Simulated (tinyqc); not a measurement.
# Changing the quartic constant b

Model: one anharmonic mode: perturbation theory, self-consistent phonons and exact levels. Computed by tinyqc, a small Python program. Command: `OMP_NUM_THREADS=1 python tinyqc.py 3019792 3019793 out.jsonl scp sweep`. One thread of a shared host (Intel(R) Xeon(R) Processor @ 2.30GHz), about 0.08 s of CPU time with the checks.

V(x) = k x^2/2 + b x^4 for one coordinate x of mass M. A constant K > 0 gives hbar Omega = sqrt((hbar^2/u) K/M) with K in eV/angstrom^2 and M in u.

Inputs (values chosen for the exercise, for a model mode): mode mass M = 21.9 u; harmonic constant k = -1.4 eV/angstrom^2; temperature T = 470 K; mixing = 0.15.

Shape: double well.

Constants: hbar^2/u = 4.18015928e-03 eV angstrom^2; k_B = 8.617333262e-05 eV/K.

Method:
- Self-consistent phonon, centred at x = 0: K = k + 12 b <x^2>, <x^2> = (hbar Omega/(2K)) coth(hbar Omega/(2 k_B T)).
- Start at K = |k|; K(new) = K + mixing x (K_out - K), but at least K/20; stop when |K_out - K| < 1e-9 |k| or after 90 steps.
- Its free energy is F = k_B T ln[2 sinh(hbar Omega/(2 k_B T))] + (k - K)<x^2>/2 + 3 b <x^2>^2, an upper bound to the exact one.
- Basis: oscillator states n of the constant |k|, with x = s (a + a+), s^2 = hbar Omega/(2|k|); H = hbar Omega (n + 1/2) + (k - |k|) x^2/2 + b x^4, with exact matrix elements of x^2 and x^4.
- Exact values use 120 basis states: F = -k_B T ln sum exp(-E_n/(k_B T)), and <x^2> is the Boltzmann mean.

One run for each value; columns: (1) quartic constant b (eV/angstrom^4); (2) self-consistent quantum (meV); (3) E_1 - E_0 (meV); (4) self-consistent <x^2> (angstrom^2); (5) exact <x^2> (angstrom^2):
```
(1)      (2)         (3)       (4)      (5)
2.3   10.435  9.4471e-04  0.071393  0.12593
3.6   12.365  6.0024e-02  0.050951  0.08122
5.8   14.670  8.0880e-01  0.036314  0.05324
9.2   17.158  3.0731e+00  0.026652  0.03678
15.0  20.097  6.4784e+00  0.019533  0.02571
23.0  22.949  9.7414e+00  0.015069  0.01922
37.0  26.472  1.3585e+01  0.011422  0.01418
58.0  30.189  1.7492e+01  0.008872  0.01080
92.0  34.453  2.1880e+01  0.006901  0.00825
```

What does the table show, and why?

Over the rows, self-consistent quantum (meV) rises from 10.4 to 34.5 (exponent d ln y / d ln x 0.38 between the first rows and 0.29 between the last); E_1 - E_0 (meV) rises from 9.45e-4 to 21.9 (exponent d ln y / d ln x 9.3 between the first rows and 0.49 between the last); self-consistent <x^2> (angstrom^2) falls from 0.0714 to 0.00690 (exponent d ln y / d ln x -0.75 between the first rows and -0.54 between the last). The self-consistent quantum is 11045.38 times E_1 - E_0 in the first row and 1.57 in the last; it follows from the curvature averaged over the spread of x, not from the lowest spacing alone. Small b means deep, distant wells, where E_1 - E_0 is a tunnelling splitting.

Extremes, crossings and ranges named in words are read from the listed rows.
